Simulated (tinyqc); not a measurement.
A spin-degenerate level with charging energy between two leads, rate equations: one step of the calculation.

States 0, up, down and 2 with energies 0, e1 - Ez/2, e1 + Ez/2 and 2 e1 + U. mu_L = +V/2, mu_R = -V/2 (meV), f(x) = 1/(1 + exp(x/kB T)). A transition that adds one electron of given spin at the energy E has the rate G f(E - mu) from each lead, and its reverse G [1 - f(E - mu)]. I counts electrons leaving the left lead, times q.

Question. Transition energies and Fermi factors. Transition energies: 0-up e1 - Ez/2, 0-down e1 + Ez/2, up-2 e1 + U + Ez/2, down-2 e1 + U - Ez/2.

Parameters, values chosen for the exercise: charging energy of the second electron U = 3.3 meV; level e1 = -3.64 meV; temperature T = 0.54 K; bias V = 7.9 mV; Zeeman splitting Ez = 0 meV.

Constants: q = 1.602176634e-19 C, kB = 1.380649e-23 J/K, Vt = kB T/q. Results are converted to the units shown.

Wanted: E; fL; fR.

Answer.

| transition | E (meV) | fL | fR (1e-3) |
|---|---|---|---|
| 0-up | -3.6400 | 1.0000 | 1.2771 |
| 0-down | -3.6400 | 1.0000 | 1.2771 |
| up-2 | -0.3400 | 1.0000 | 0.0000 |
| down-2 | -0.3400 | 1.0000 | 0.0000 |

Range of the model: Rate equations need hbar G well below kB T; cotunnelling and the Kondo effect are left out.

Program tinyqc, `OMP_NUM_THREADS=1 python tinyqc.py 2780020 2780021 out.jsonl`; Intel Xeon 2.30GHz, shared host, one thread, about 0.01 s.
